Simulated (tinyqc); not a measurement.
Transfer between valleys with doping: electrons shared among three sets of ellipsoidal valleys.

F_j(eta) = (1/Gamma(j + 1)) integral_0^infinity x^j dx/(1 + exp(x - eta)), which tends to exp(eta) for eta << 0.

Sets Delta2, Delta4, L: N_i = M_i times N = 2 (m kB T/(4 pi c))^(3/2) with c = hbar^2/2m0, in 1/angstrom^3; times 1e24 for 1/cm^3, m = (ml mt^2)^(1/3); n = sum_i N_i F_1/2((EF - dE_i)/kT), energies from the edge of the first set; mu_drift = sum of share times mobility.

Constants: hbar^2/2m0 = 3.80998211 eV angstrom^2; kB = 8.617333262e-05 eV/K.

Values chosen for the exercise (masses and offsets near those of Si; mobilities are free inputs, held fixed; shifted at random, so the results belong to these values and not to a real crystal):
```
symbol  value                     unit        meaning
dE      (0, 0.054, 0.918)         eV          edges of Delta2, Delta4, L above the first, the first two split by strain
M       (2, 4, 4)                             valleys in each set
ml      (0.878, 0.878, 1.765)     m0          longitudinal masses of Delta2, Delta4, L
mt      (0.1981, 0.1981, 0.1145)  m0          transverse masses
mu      (1800, 1000, 430)         cm^2/(V s)  mobility of each set, for current in the plane normal to the Delta2 axis
T       200                       K
```

Parabolic valleys; band tails and gap narrowing are left out.

Populations:
```
n (1/cm^3)  EF (eV)  share Delta2  share Delta4  share L  mu_drift
1.0e+16     -0.1088        0.9198        0.0802   0.0000      1736
1.0e+17     -0.0690        0.9194        0.0806   0.0000      1736
1.0e+18     -0.0284        0.9152        0.0848   0.0000      1732
3.0e+18     -0.0075        0.9057        0.0943   0.0000      1725
1.0e+19      0.0195        0.8691        0.1309   0.0000      1695
3.0e+19      0.0520        0.7641        0.2359   0.0000      1611
1.0e+20      0.1028        0.5758        0.4242   0.0000      1461
```

The share of Delta2 goes from 0.920 to 0.576 and the mean mobility from 1736 to 1461 cm^2/(V s). Delta2 holds more than Delta4 throughout. The share of L is at most 2.4e-22.

Run: tinyqc, `OMP_NUM_THREADS=1 python tinyqc.py 1651314 1651315 out.jsonl`; Intel(R) Xeon(R) Processor @ 2.30GHz, one thread, shared host; about 0.01 s of CPU time with all checks.
